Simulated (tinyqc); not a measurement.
# n-type polysilicon, carrier trapping at grain boundaries: effect of the temperature

One-dimensional grains of size Lg, uniform ionised doping N, monovalent traps Qt at each boundary at a depth Et below (for electrons) or above (for holes) the band edge there, abrupt depletion of width W on each side of a boundary, Boltzmann statistics. xi is the distance from the band edge at the grain centre to the Fermi level. Trapped charge Qt/(1 + exp((xi + VB - Et)/Vt)) = 2 N W, barrier VB = q N W^2/(2 eps0 eps_r).

NB is given at 400 K and scales as (T/400 K)^1.5. If the trap equation with xi = Vt ln(NB/N) has a root W < Lg/2, the grain is partly depleted; otherwise W = Lg/2 and the trap equation gives xi = Et - VB + Vt ln(Qt/(N Lg) - 1). N* = Qt/Lg. n0 = NB exp(-xi/Vt); mean density n0 (1 - 2 W/Lg) by charge balance in a partly depleted grain, and n0 (sqrt(pi)/2) erf(u)/u with u = sqrt(VB/Vt) in a fully depleted one; v = sqrt(kB T/(2 pi ms m0)); barrier resistivity Vt exp(VB/Vt)/(q fe n0 v Lg); grain resistivity (1 - 2 W/Lg)/(q n0 mug); effective mobility 1/(q mean density total resistivity). Rows with xi above 0.45 V, towards mid-gap, are left out, since the other carrier type is ignored.

Parameters, values chosen for the exercise; values of the order met in polycrystalline silicon:

| symbol | value | unit | meaning |
|---|---|---|---|
| eps_r | 11.7 |  | relative permittivity |
| NB | 4.31e19 | cm^-3 | conduction-band density of states at the reference temperature |
| Lg | 41 | nm | grain size |
| Qt | 3.4e12 | cm^-2 | trap density of a grain boundary |
| Et | 0.33 | eV | depth of the trap level from the majority band edge at the boundary |
| ms | 0.34 | m0 | mass for thermionic emission |
| fe | 0.5 |  | correction factor of the emission rate |
| mug | 43 | cm^2/(V s) | mobility inside the grains |
| N | 1.5e18 | cm^-3 | doping |

Constants: q = 1.602176634e-19 C, kB = 1.380649e-23 J/K, m0 = 9.1093837015e-31 kg, Vt = kB T/q, eps0 = 8.8541878128e-14 F/cm where lengths are in cm. Results are converted to the units shown.

The same in every row: N/N* = 1.8088.

Effect of the temperature:
```
T (K)	depleted share 2 W/Lg	VB (V)	xi (V)	mean density (cm^-3)	resistivity (ohm cm)	effective mobility (cm^2/(V s))
200	0.55269	0.14891	0.039956	6.7096e17	52.539	0.17706
240	0.55171	0.14838	0.053603	6.7243e17	13.326	0.69653
280	0.54825	0.14652	0.068116	6.7763e17	4.8100	1.9149
320	0.54050	0.14241	0.083370	6.8925e17	2.0993	4.3135
360	0.52801	0.13590	0.099272	7.0799e17	1.0412	8.4673
400	0.51151	0.12754	0.11575	7.3274e17	0.57854	14.723
440	0.49200	0.11800	0.13275	7.6199e17	0.35866	22.838
```

What does the comparison show?

As T goes from 200 to 440, VB falls from 0.149 to 0.118 V, the resistivity falls from 52.5 to 0.359 ohm cm and the effective mobility rises from 0.177 to 22.8 cm^2/(V s). The activation energy kB ln(rho1/rho2)/(1/T1 - 1/T2) is 0.142 eV between the first two rows and 0.181 eV between the last two; mug is held fixed. For T = 200 xi is under 2.5 Vt, where Boltzmann statistics begin to fail.

tinyqc, about 0.01 s, one thread, Intel Xeon 2.30GHz (shared host): `OMP_NUM_THREADS=1 python tinyqc.py 2830133 2830134 out.jsonl`
